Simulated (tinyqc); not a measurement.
Van der Pauw, Hall and four-point-probe measurements on a doped layer: one step of the calculation.

A uniform n-type layer with sheet resistance Rs = 1/(q ns mu), point contacts, low field (mu B small).

Problem. Resistances and Hall voltage. Rs = 1/(q ns mu). For a rectangle with contacts at the corners, RA = (8 Rs/pi) sum_(k>=0) ln coth((2k + 1) pi a/(2 b)) with current along a short side b and voltage along the opposite one, RB the same with a and b exchanged; Hall voltage VH = rH B I/(q ns), negative for electrons.

Parameters, values chosen for the exercise: sheet density of the layer ns = 7.3e14 cm^-2; drift mobility mu = 55 cm^2/(V s); Hall factor rH = 0.8; magnetic field B = 0.55 T; current I = 1000 uA; side ratio a/b of a rectangular sample with corner contacts ar = 1.67.

Constants: q = 1.602176634e-19 C. Results are converted to the units shown.

Give: Rs; RA; RB; VH.

Solution.

Rs = 155.5 ohm/square
RA = 4.169 ohm
RB = 124.5 ohm
VH = -0.3762 mV

RB/RA = 29.9; for a square both equal Rs ln 2/pi = 34.3 ohm.

Computed by the program tinyqc: `OMP_NUM_THREADS=1 python tinyqc.py 2850213 2850214 out.jsonl`, one thread of a shared Intel Xeon 2.30GHz, about 0.01 s for the whole run.
